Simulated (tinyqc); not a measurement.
One anharmonic mode: perturbation theory, self-consistent phonons and exact levels: one step, computed by the program tinyqc. Command: `OMP_NUM_THREADS=1 python tinyqc.py 3015678 3015679 out.jsonl scp walk`. One thread of a shared host (Intel(R) Xeon(R) Processor @ 2.30GHz), about 0.04 s of CPU time with the checks.

V(x) = k x^2/2 + b x^4 for one coordinate x of mass M. A constant K > 0 gives hbar Omega = sqrt((hbar^2/u) K/M) with K in eV/angstrom^2 and M in u.

Problem. Hamiltonian in a small basis. Basis: oscillator states n of the constant |k|, with x = s (a + a+), s^2 = hbar Omega/(2|k|); H = hbar Omega (n + 1/2) + (k - |k|) x^2/2 + b x^4, with exact matrix elements of x^2 and x^4.

Inputs (values chosen for the exercise, for a model mode):
```
quantity                          value           unit
mode mass M                        46.1              u
harmonic constant k               -2.14  eV/angstrom^2
quartic constant b                  178  eV/angstrom^4
basis size N of the small matrix      5              -
```

Shape: double well.

Constants: hbar^2/u = 4.18015928e-03 eV angstrom^2.

Give: H.

Solution.

H (meV), lower triangle (symmetric):
```
      1      2      3       4       5
1  5.66
2  0.00  28.28
3  6.15   0.00  73.54
4  0.00  29.13   0.00  141.42
5  9.24   0.00  67.32    0.00  231.92
```
